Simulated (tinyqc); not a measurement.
From results back to parameters: deformation-potential model of the X valleys of a conduction band. Three cases, with inputs chosen for the exercise.

Problem. An ellipsoidal valley with ml > mt has the density-of-states mass m_d = (ml mt^2)^(1/3) and, averaged over equivalent valleys, the conductivity mass m_c = 3/(1/ml + 2/mt).

Case 1.

m_d = 0.4925986 m0
m_c = 0.3415042 m0

Case 2.

m_d = 0.5120833 m0
m_c = 0.3614221 m0

Case 3.

m_d = 0.5007052 m0
m_c = 0.3506938 m0

Find: K = ml/mt; mt; ml.

Solution. With K = ml/mt, m_d/m_c = K^(1/3) (2 + 1/K)/3, which rises steadily for K > 1 and so fixes K; then mt = m_d K^(-1/3) and ml = K mt.

Case 1.

K = ml/mt = 8.539
mt = 0.241 m0
ml = 2.058 m0

Case 2.

K = ml/mt = 8.004
mt = 0.256 m0
ml = 2.049 m0

Case 3.

K = ml/mt = 8.230
mt = 0.248 m0
ml = 2.041 m0

Computed by tinyqc, one run a case: `OMP_NUM_THREADS=1 python tinyqc.py N N+1 out.jsonl` with N = 1080143, 1080357, 1080398; one thread of a shared Intel(R) Xeon(R) Processor @ 2.30GHz, about 0.03 s a run at most.
